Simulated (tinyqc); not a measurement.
A particle near a wafer in liquid: double-layer and van der Waals forces (DLVO), deposition barrier and removal: one step, computed by the program tinyqc. Command: `OMP_NUM_THREADS=1 python tinyqc.py 3111870 3111871 out.jsonl dlvo walk`. One thread of a shared host (Intel(R) Xeon(R) Processor @ 2.30GHz), about 0.01 s of CPU time with the checks.

Sphere and flat wall, Derjaguin approximation, constant potentials in the linear-superposition form, no retardation and no hydration force.

Problem. The curve. U(h) = Z R exp(-kappa h) - A R/(6 h); F(h) = -dU/dh = kappa Z R exp(-kappa h) - A R/(6 h^2), positive for repulsion.

Inputs (values chosen for the exercise, of the order of those for polymer latex on silicon in water): particle radius R = 98 nm; Hamaker constant A = 1.3e-20 J; temperature T = 298 K.

kappa = 1.434153 1/nm

Z = 5.342743 pN

Constants: k_B = 1.380649e-23 J/K.

Give: the table «Against the gap» with the columns kappa h, U (k_B T), F (pN), for h (nm) = 0.4, 0.6, 1.0, 1.5, 2.5, 4.0, 7.0, 12.0, 20.0, 40.0.

Solution.

Against the gap:
```
h (nm)  kappa h  U (k_B T)      F (pN)
0.4        0.57     -57.31  -9.040e+02
0.6        0.86     -32.19  -2.722e+02
1.0        1.43     -21.28  -3.338e+01
1.5        2.15     -19.60  -7.009e+00
2.5        3.59     -17.11  -1.315e+01
4.0        5.74     -12.49  -1.085e+01
7.0       10.04      -7.37  -4.301e+00
12.0      17.21      -4.30  -1.475e+00
20.0      28.68      -2.58  -5.308e-01
40.0      57.37      -1.29  -1.327e-01
```

Caution: in rows where h is not small against R, A R/(6 h) overstates the van der Waals term. Caution: in rows with kappa h below 1 linear superposition is only rough.
